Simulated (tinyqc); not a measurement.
Inside a calculation (part 2 of 3). Method: ROHF in the 6-31g basis, for H4+, spin multiplicity 2. Computed by tinyqc, a small Python program that keeps every step (integrals from PySCF). Command: `OMP_NUM_THREADS=1 python tinyqc.py 22873 22874 out.jsonl` (the two numbers bound the seeds that draw the settings). One thread of a shared host (Intel(R) Xeon(R) Processor @ 2.60GHz), about 0.1 s of CPU time with the checks.

Geometry (angstrom):
```
atom         x         y         z
H     0.000000  0.000000  0.000000
H     0.000000  0.000000  0.899000
H     0.000000  1.918000  0.000000
H     0.000000  1.918000  0.899000
```

## Iteration 1: building the Fock matrix

D(alpha) at the start:
```
           1H 1s      1H 2s      2H 1s      2H 2s      3H 1s      3H 2s      4H 1s      4H 2s
1H 1s   0.058246   0.056171   0.106083  -0.206310   0.064316  -0.083282  -0.045116   0.309798
1H 2s   0.056171   0.104640   0.204712  -0.480604   0.141062  -0.050421  -0.123224   0.268821
2H 1s   0.106083   0.204712   0.401001  -0.947228   0.277510  -0.091023  -0.243918   0.503479
2H 2s  -0.206310  -0.480604  -0.947228   2.302451  -0.668868   0.128163   0.604647  -0.930228
3H 1s   0.064316   0.141062   0.277510  -0.668868   0.194791  -0.045146  -0.174652   0.295194
3H 2s  -0.083282  -0.050421  -0.091023   0.128163  -0.045146   0.136786   0.017292  -0.460694
4H 1s  -0.045116  -0.123224  -0.243918   0.604647  -0.174652   0.017292   0.160852  -0.192673
4H 2s   0.309798   0.268821   0.503479  -0.930228   0.295194  -0.460694  -0.192673   1.665512
```

D(beta) at the start:
```
           1H 1s      1H 2s      2H 1s      2H 2s      3H 1s      3H 2s      4H 1s      4H 2s
1H 1s   0.000235  -0.003211  -0.006548   0.018353  -0.005124  -0.002373   0.005248   0.003290
1H 2s  -0.003211   0.043854   0.089418  -0.250630   0.069979   0.032401  -0.071669  -0.044934
2H 1s  -0.006548   0.089418   0.182323  -0.511035   0.142688   0.066067  -0.146132  -0.091620
2H 2s   0.018353  -0.250630  -0.511035   1.432387  -0.399941  -0.185179   0.409597   0.256804
3H 1s  -0.005124   0.069979   0.142688  -0.399941   0.111669   0.051704  -0.114365  -0.071703
3H 2s  -0.002373   0.032401   0.066067  -0.185179   0.051704   0.023940  -0.052953  -0.033200
4H 1s   0.005248  -0.071669  -0.146132   0.409597  -0.114365  -0.052953   0.117126   0.073434
4H 2s   0.003290  -0.044934  -0.091620   0.256804  -0.071703  -0.033200   0.073434   0.046041
```

core Hamiltonian H = T + V (hartree):
```
           1H 1s      1H 2s      2H 1s      2H 2s      3H 1s      3H 2s      4H 1s      4H 2s
1H 1s  -1.369344  -1.205309  -0.759858  -0.899949  -0.038227  -0.259058  -0.017550  -0.190688
1H 2s  -1.205309  -1.410480  -0.899949  -1.204558  -0.259058  -0.568569  -0.190688  -0.480530
2H 1s  -0.759858  -0.899949  -1.369344  -1.205309  -0.017550  -0.190688  -0.038227  -0.259058
2H 2s  -0.899949  -1.204558  -1.205309  -1.410480  -0.190688  -0.480530  -0.259058  -0.568569
3H 1s  -0.038227  -0.259058  -0.017550  -0.190688  -1.369344  -1.205309  -0.759858  -0.899949
3H 2s  -0.259058  -0.568569  -0.190688  -0.480530  -1.205309  -1.410480  -0.899949  -1.204558
4H 1s  -0.017550  -0.190688  -0.038227  -0.259058  -0.759858  -0.899949  -1.369344  -1.205309
4H 2s  -0.190688  -0.480530  -0.259058  -0.568569  -0.899949  -1.204558  -1.205309  -1.410480
```

nuclear repulsion = 2.22869793 hartree

Given earlier and not repeated: Two-electron integrals (ij|kl) in chemists' order.

J_ij = sum D_kl (ij|kl) with D = D(alpha) + D(beta), K_ij = sum D_kl (ik|jl) for each spin; F = H + J - K(s); E = tr D H + tr D J / 2 - 0.5 sum_s tr D(s) K(s) + E_nn.

Coulomb J (hartree):
```
          1H 1s     1H 2s     2H 1s     2H 2s     3H 1s     3H 2s     4H 1s     4H 2s
1H 1s  0.984110  0.631950  0.353893  0.452554  0.010804  0.117259  0.004788  0.084345
1H 2s  0.631950  0.896993  0.502132  0.778676  0.129871  0.339781  0.102770  0.295220
2H 1s  0.353893  0.502132  1.164865  0.743856  0.004787  0.093690  0.012979  0.138518
2H 2s  0.452554  0.778676  0.743856  1.027436  0.093305  0.295220  0.151180  0.387589
3H 1s  0.010804  0.129871  0.004787  0.093305  1.169379  0.723188  0.410562  0.516562
3H 2s  0.117259  0.339781  0.093690  0.295220  0.723188  0.962092  0.563562  0.829010
4H 1s  0.004788  0.102770  0.012979  0.151180  0.410562  0.563562  1.342257  0.828178
4H 2s  0.084345  0.295220  0.138518  0.387589  0.516562  0.829010  0.828178  1.076374
```

exchange K(alpha) (hartree):
```
          1H 1s     1H 2s     2H 1s     2H 2s     3H 1s     3H 2s     4H 1s     4H 2s
1H 1s  0.102916  0.100602  0.069221  0.106062  0.019936  0.058080  0.056359  0.082494
1H 2s  0.100602  0.151528  0.094083  0.194622  0.026114  0.087830  0.103479  0.137641
2H 1s  0.069221  0.094083  0.100125  0.125234  0.016580  0.056526  0.060848  0.089246
2H 2s  0.106062  0.194622  0.125234  0.283076  0.006483  0.095576  0.135577  0.173831
3H 1s  0.019936  0.026114  0.016580  0.006483  0.306689  0.228824  0.139052  0.211591
3H 2s  0.058080  0.087830  0.056526  0.095576  0.228824  0.257295  0.233778  0.310670
4H 1s  0.056359  0.103479  0.060848  0.135577  0.139052  0.233778  0.346999  0.349987
4H 2s  0.082494  0.137641  0.089246  0.173831  0.211591  0.310670  0.349987  0.437109
```

exchange K(beta) (hartree):
```
           1H 1s      1H 2s      2H 1s      2H 2s      3H 1s     3H 2s      4H 1s      4H 2s
1H 1s   0.057418   0.076012   0.038625   0.090665  -0.010894  0.020065   0.030762   0.040042
1H 2s   0.076012   0.130294   0.072072   0.176011  -0.016642  0.042239   0.070045   0.087317
2H 1s   0.038625   0.072072   0.047989   0.105997  -0.009241  0.023044   0.036509   0.049142
2H 2s   0.090665   0.176011   0.105997   0.260131  -0.024025  0.061697   0.107669   0.133936
3H 1s  -0.010894  -0.016642  -0.009241  -0.024025   0.052291  0.013562  -0.012943  -0.007132
3H 2s   0.020065   0.042239   0.023044   0.061697   0.013562  0.036691   0.062955   0.061188
4H 1s   0.030762   0.070045   0.036509   0.107669  -0.012943  0.062955   0.183564   0.136448
4H 2s   0.040042   0.087317   0.049142   0.133936  -0.007132  0.061188   0.136448   0.127862
```

F(alpha) (hartree):
```
           1H 1s      1H 2s      2H 1s      2H 2s      3H 1s      3H 2s      4H 1s      4H 2s
1H 1s  -0.488149  -0.673962  -0.475185  -0.553458  -0.047359  -0.199880  -0.069121  -0.188836
1H 2s  -0.673962  -0.665015  -0.491901  -0.620504  -0.155301  -0.316619  -0.191397  -0.322951
2H 1s  -0.475185  -0.491901  -0.304603  -0.586687  -0.029343  -0.153524  -0.086095  -0.209786
2H 2s  -0.553458  -0.620504  -0.586687  -0.666120  -0.103866  -0.280886  -0.243455  -0.354811
3H 1s  -0.047359  -0.155301  -0.029343  -0.103866  -0.506653  -0.710946  -0.488348  -0.594978
3H 2s  -0.199880  -0.316619  -0.153524  -0.280886  -0.710946  -0.705684  -0.570165  -0.686218
4H 1s  -0.069121  -0.191397  -0.086095  -0.243455  -0.488348  -0.570165  -0.374086  -0.727118
4H 2s  -0.188836  -0.322951  -0.209786  -0.354811  -0.594978  -0.686218  -0.727118  -0.771215
```

F(beta) (hartree):
```
           1H 1s      1H 2s      2H 1s      2H 2s      3H 1s      3H 2s      4H 1s      4H 2s
1H 1s  -0.442651  -0.649371  -0.444589  -0.538060  -0.016528  -0.161865  -0.043524  -0.146385
1H 2s  -0.649371  -0.643782  -0.469889  -0.601893  -0.112545  -0.271027  -0.157963  -0.272627
2H 1s  -0.444589  -0.469889  -0.252468  -0.567451  -0.003522  -0.120042  -0.061757  -0.169682
2H 2s  -0.538060  -0.601893  -0.567451  -0.643175  -0.073357  -0.247007  -0.215547  -0.314917
3H 1s  -0.016528  -0.112545  -0.003522  -0.073357  -0.252255  -0.495684  -0.336353  -0.376255
3H 2s  -0.161865  -0.271027  -0.120042  -0.247007  -0.495684  -0.485079  -0.399342  -0.436737
4H 1s  -0.043524  -0.157963  -0.061757  -0.215547  -0.336353  -0.399342  -0.210651  -0.513579
4H 2s  -0.146385  -0.272627  -0.169682  -0.314917  -0.376255  -0.436737  -0.513579  -0.461967
```

total energy of this density = -0.01543513 hartree

## Iteration 1: Roothaan effective Fock matrix

overlap S:
```
          1H 1s     1H 2s     2H 1s     2H 2s     3H 1s     3H 2s     4H 1s     4H 2s
1H 1s  1.000000  0.658292  0.323730  0.450474  0.010163  0.117503  0.003986  0.080560
1H 2s  0.658292  1.000000  0.450474  0.792364  0.117503  0.346681  0.080560  0.274697
2H 1s  0.323730  0.450474  1.000000  0.658292  0.003986  0.080560  0.010163  0.117503
2H 2s  0.450474  0.792364  0.658292  1.000000  0.080560  0.274697  0.117503  0.346681
3H 1s  0.010163  0.117503  0.003986  0.080560  1.000000  0.658292  0.323730  0.450474
3H 2s  0.117503  0.346681  0.080560  0.274697  0.658292  1.000000  0.450474  0.792364
4H 1s  0.003986  0.080560  0.010163  0.117503  0.323730  0.450474  1.000000  0.658292
4H 2s  0.080560  0.274697  0.117503  0.346681  0.450474  0.792364  0.658292  1.000000
```

With projectors Pc = D(beta) S, Po = (D(alpha) - D(beta)) S, Pv = 1 - D(alpha) S, the block xy is Px^T F Py; with Fc = (F(alpha) + F(beta))/2, the blocks are Fc for cc, oo, vv and cv, F(beta) for co and F(alpha) for ov.

effective F (hartree):
```
           1H 1s      1H 2s      2H 1s      2H 2s      3H 1s      3H 2s      4H 1s      4H 2s
1H 1s  -0.459318  -0.657401  -0.455574  -0.543288  -0.029648  -0.172043  -0.050285  -0.154580
1H 2s  -0.657401  -0.651433  -0.477825  -0.609575  -0.131400  -0.286882  -0.169867  -0.287869
2H 1s  -0.455574  -0.477825  -0.275555  -0.575128  -0.016381  -0.131814  -0.070642  -0.181842
2H 2s  -0.543288  -0.609575  -0.575128  -0.654099  -0.083879  -0.257243  -0.224641  -0.326318
3H 1s  -0.029648  -0.131400  -0.016381  -0.083879  -0.410308  -0.625996  -0.430163  -0.507849
3H 2s  -0.172043  -0.286882  -0.131814  -0.257243  -0.625996  -0.603898  -0.492465  -0.564828
4H 1s  -0.050285  -0.169867  -0.070642  -0.224641  -0.430163  -0.492465  -0.299100  -0.624610
4H 2s  -0.154580  -0.287869  -0.181842  -0.326318  -0.507849  -0.564828  -0.624610  -0.611915
```

## Iteration 1: diagonalisation and new density

X:
```
           1H 1s      1H 2s      2H 1s      2H 2s      3H 1s      3H 2s      4H 1s      4H 2s
1H 1s   1.270126  -0.520201  -0.089938   0.041678   0.005447   0.047266   0.000085   0.006404
1H 2s  -0.520201   1.888600   0.041678  -0.842798   0.047266  -0.359166   0.006404   0.149320
2H 1s  -0.089938   0.041678   1.270126  -0.520201   0.000085   0.006404   0.005447   0.047266
2H 2s   0.041678  -0.842798  -0.520201   1.888600   0.006404   0.149320   0.047266  -0.359166
3H 1s   0.005447   0.047266   0.000085   0.006404   1.270126  -0.520201  -0.089938   0.041678
3H 2s   0.047266  -0.359166   0.006404   0.149320  -0.520201   1.888600   0.041678  -0.842798
4H 1s   0.000085   0.006404   0.005447   0.047266  -0.089938   0.041678   1.270126  -0.520201
4H 2s   0.006404   0.149320   0.047266  -0.359166   0.041678  -0.842798  -0.520201   1.888600
```

Diagonalise F' = X^T F X, C = X C', fill 2 alpha and 1 beta electrons from the bottom; D(s) = C_occ C_occ^T. Each column has its largest component positive (the first on a tie).

F' = X^T F X (hartree):
```
           1          2          3          4          5          6          7          8
1  -0.028095  -0.495913  -0.242855  -0.091713   0.016312  -0.017533   0.003899  -0.015323
2  -0.495913  -0.091236  -0.035718  -0.199369   0.006440  -0.103784  -0.021306  -0.023982
3  -0.242855  -0.035718   0.159809  -0.463442  -0.000308  -0.007422   0.015262  -0.028273
4  -0.091713  -0.199369  -0.463442  -0.129731   0.066314   0.000372  -0.076943  -0.143293
5   0.016312   0.006440  -0.000308   0.066314   0.023382  -0.512496  -0.208055  -0.093476
6  -0.017533  -0.103784  -0.007422   0.000372  -0.512496  -0.051299  -0.044660  -0.172832
7   0.003899  -0.021306   0.015262  -0.076943  -0.208055  -0.044660   0.186455  -0.570678
8  -0.015323  -0.023982  -0.028273  -0.143293  -0.093476  -0.172832  -0.570678  -0.017341
```

orbital energies (hartree): MO1 -0.881493, MO2 -0.706111, MO3 -0.347441, MO4 -0.139099, MO5 0.296754, MO6 0.450276, MO7 0.643657, MO8 0.735401

coefficients C:
```
            MO1        MO2        MO3        MO4        MO5        MO6        MO7        MO8
1H 1s  0.278846  -0.254509  -0.235370  -0.177824   0.898440   0.244545   0.891065  -0.073596
1H 2s  0.208089  -0.230323  -0.693632  -1.026621  -0.825305  -0.449239  -1.441436   0.333056
2H 1s  0.167479  -0.138635   0.064653   0.292829   0.721618   0.174157  -1.098591  -0.028257
2H 2s  0.235813  -0.227620   0.774493   1.069194  -0.542758  -0.211993   1.558086  -0.292309
3H 1s  0.161952   0.344397  -0.221226   0.182463   0.295576  -1.035669   0.031657   0.712679
3H 2s  0.078976   0.317460  -0.750416   0.952427  -0.287662   1.113256   0.308716  -1.307051
4H 1s  0.196562   0.189502   0.230991  -0.229015   0.069911  -0.535660  -0.018009  -1.193090
4H 2s  0.248196   0.197138   0.749617  -0.964728   0.224768   0.379409  -0.338956   1.673494
```

D(alpha) after iteration 1:
```
           1H 1s      1H 2s      2H 1s      2H 2s      3H 1s      3H 2s      4H 1s     4H 2s
1H 1s   0.142530   0.116644   0.081985   0.123687  -0.042492  -0.058774   0.006581  0.019035
1H 2s   0.116644   0.096350   0.066781   0.101496  -0.045622  -0.056684  -0.002744  0.006241
2H 1s   0.081985   0.066781   0.047269   0.071050  -0.020622  -0.030784   0.006649  0.014237
2H 2s   0.123687   0.101496   0.071050   0.107419  -0.040201  -0.053637   0.003218  0.013655
3H 1s  -0.042492  -0.045622  -0.020622  -0.040201   0.144838   0.122123   0.097098  0.108090
3H 2s  -0.058774  -0.056684  -0.030784  -0.053637   0.122123   0.107018   0.075683  0.082185
4H 1s   0.006581  -0.002744   0.006649   0.003218   0.097098   0.075683   0.074548  0.086144
4H 2s   0.019035   0.006241   0.014237   0.013655   0.108090   0.082185   0.086144  0.100465
```

D(beta) after iteration 1:
```
          1H 1s     1H 2s     2H 1s     2H 2s     3H 1s     3H 2s     4H 1s     4H 2s
1H 1s  0.077755  0.058025  0.046701  0.065756  0.045160  0.022022  0.054811  0.069209
1H 2s  0.058025  0.043301  0.034851  0.049070  0.033701  0.016434  0.040902  0.051647
2H 1s  0.046701  0.034851  0.028049  0.039494  0.027124  0.013227  0.032920  0.041568
2H 2s  0.065756  0.049070  0.039494  0.055608  0.038191  0.018624  0.046352  0.058528
3H 1s  0.045160  0.033701  0.027124  0.038191  0.026229  0.012790  0.031834  0.040196
3H 2s  0.022022  0.016434  0.013227  0.018624  0.012790  0.006237  0.015524  0.019602
4H 1s  0.054811  0.040902  0.032920  0.046352  0.031834  0.015524  0.038637  0.048786
4H 2s  0.069209  0.051647  0.041568  0.058528  0.040196  0.019602  0.048786  0.061601
```

## Iteration 2: building the Fock matrix

As before.

Coulomb J (hartree):
```
          1H 1s     1H 2s     2H 1s     2H 2s     3H 1s     3H 2s     4H 1s     4H 2s
1H 1s  1.514099  0.914500  0.491406  0.640233  0.013940  0.164587  0.005682  0.115574
1H 2s  0.914500  1.149475  0.616751  0.933649  0.157175  0.413998  0.109669  0.337780
2H 1s  0.491406  0.616751  1.404845  0.867110  0.005680  0.112145  0.013647  0.157605
2H 2s  0.640233  0.933649  0.867110  1.122919  0.110758  0.337780  0.154947  0.408381
3H 1s  0.013940  0.157175  0.005680  0.110758  1.407673  0.859356  0.468174  0.604340
3H 2s  0.164587  0.413998  0.112145  0.337780  0.859356  1.102642  0.597818  0.901702
4H 1s  0.005682  0.109669  0.013647  0.154947  0.468174  0.597818  1.377100  0.846340
4H 2s  0.115574  0.337780  0.157605  0.408381  0.604340  0.901702  0.846340  1.094386
```

exchange K(alpha) (hartree):
```
           1H 1s     1H 2s      2H 1s     2H 2s      3H 1s     3H 2s     4H 1s     4H 2s
1H 1s   0.547784  0.442216   0.342653  0.389334  -0.008621  0.075812  0.015337  0.078946
1H 2s   0.442216  0.422776   0.342791  0.395594   0.068279  0.145549  0.081794  0.150030
2H 1s   0.342653  0.342791   0.400241  0.367283  -0.003951  0.064587  0.019836  0.080443
2H 2s   0.389334  0.395594   0.367283  0.400238   0.061542  0.139381  0.089390  0.155214
3H 1s  -0.008621  0.068279  -0.003951  0.061542   0.552005  0.443310  0.358382  0.389587
3H 2s   0.075812  0.145549   0.064587  0.139381   0.443310  0.425666  0.365334  0.401373
4H 1s   0.015337  0.081794   0.019836  0.089390   0.358382  0.365334  0.448812  0.395150
4H 2s   0.078946  0.150030   0.080443  0.155214   0.389587  0.401373  0.395150  0.410795
```

exchange K(beta) (hartree):
```
          1H 1s     1H 2s     2H 1s     2H 2s     3H 1s     3H 2s     4H 1s     4H 2s
1H 1s  0.321906  0.283721  0.206666  0.252917  0.075973  0.133947  0.079596  0.131652
1H 2s  0.283721  0.294708  0.226118  0.279064  0.107649  0.171533  0.116086  0.174492
2H 1s  0.206666  0.226118  0.245623  0.243126  0.064040  0.114130  0.077243  0.125097
2H 2s  0.252917  0.279064  0.243126  0.284398  0.102887  0.167144  0.122525  0.179531
3H 1s  0.075973  0.107649  0.064040  0.102887  0.159647  0.160268  0.134140  0.154631
3H 2s  0.133947  0.171533  0.114130  0.167144  0.160268  0.196205  0.169493  0.201320
4H 1s  0.079596  0.116086  0.077243  0.122525  0.134140  0.169493  0.208009  0.196237
4H 2s  0.131652  0.174492  0.125097  0.179531  0.154631  0.201320  0.196237  0.221825
```

F(alpha) (hartree):
```
           1H 1s      1H 2s      2H 1s      2H 2s      3H 1s      3H 2s      4H 1s      4H 2s
1H 1s  -0.403029  -0.733026  -0.611105  -0.649051  -0.015666  -0.170283  -0.027205  -0.154060
1H 2s  -0.733026  -0.683781  -0.625990  -0.666504  -0.170162  -0.300121  -0.162814  -0.292781
2H 1s  -0.611105  -0.625990  -0.364740  -0.705483  -0.007919  -0.143130  -0.044415  -0.181895
2H 2s  -0.649051  -0.666504  -0.705483  -0.687799  -0.141471  -0.282132  -0.193501  -0.315403
3H 1s  -0.015666  -0.170162  -0.007919  -0.141471  -0.513676  -0.789263  -0.650066  -0.685197
3H 2s  -0.170283  -0.300121  -0.143130  -0.282132  -0.789263  -0.733504  -0.667465  -0.704229
4H 1s  -0.027205  -0.162814  -0.044415  -0.193501  -0.650066  -0.667465  -0.441056  -0.754120
4H 2s  -0.154060  -0.292781  -0.181895  -0.315403  -0.685197  -0.704229  -0.754120  -0.726890
```

F(beta) (hartree):
```
           1H 1s      1H 2s      2H 1s      2H 2s      3H 1s      3H 2s      4H 1s      4H 2s
1H 1s  -0.177151  -0.574530  -0.475118  -0.512633  -0.100260  -0.228418  -0.091465  -0.206766
1H 2s  -0.574530  -0.555713  -0.509316  -0.549973  -0.209532  -0.326105  -0.197105  -0.317242
2H 1s  -0.475118  -0.509316  -0.210122  -0.581326  -0.075910  -0.192673  -0.101823  -0.226550
2H 2s  -0.512633  -0.549973  -0.581326  -0.571959  -0.182817  -0.309894  -0.226637  -0.339720
3H 1s  -0.100260  -0.209532  -0.075910  -0.182817  -0.121317  -0.506222  -0.425824  -0.450240
3H 2s  -0.228418  -0.326105  -0.192673  -0.309894  -0.506222  -0.504042  -0.471623  -0.504176
4H 1s  -0.091465  -0.197105  -0.101823  -0.226637  -0.425824  -0.471623  -0.200253  -0.555207
4H 2s  -0.206766  -0.317242  -0.226550  -0.339720  -0.450240  -0.504176  -0.555207  -0.537919
```

total energy of this density = -1.68664411 hartree

## Iteration 2: Roothaan effective Fock matrix

As before.

effective F (hartree):
```
           1H 1s      1H 2s      2H 1s      2H 2s      3H 1s      3H 2s      4H 1s      4H 2s
1H 1s  -0.310178  -0.667740  -0.557750  -0.594087  -0.038288  -0.199922  -0.053548  -0.184563
1H 2s  -0.667740  -0.628981  -0.577449  -0.616927  -0.177220  -0.317329  -0.178311  -0.311937
2H 1s  -0.557750  -0.577449  -0.297794  -0.652641  -0.028420  -0.171390  -0.070811  -0.210497
2H 2s  -0.594087  -0.616927  -0.652641  -0.638045  -0.150322  -0.300584  -0.208860  -0.334735
3H 1s  -0.038288  -0.177220  -0.028420  -0.150322  -0.334434  -0.638676  -0.538326  -0.554654
3H 2s  -0.199922  -0.317329  -0.171390  -0.300584  -0.638676  -0.587778  -0.550104  -0.571513
4H 1s  -0.053548  -0.178311  -0.070811  -0.208860  -0.538326  -0.550104  -0.310341  -0.633076
4H 2s  -0.184563  -0.311937  -0.210497  -0.334735  -0.554654  -0.571513  -0.633076  -0.598554
```
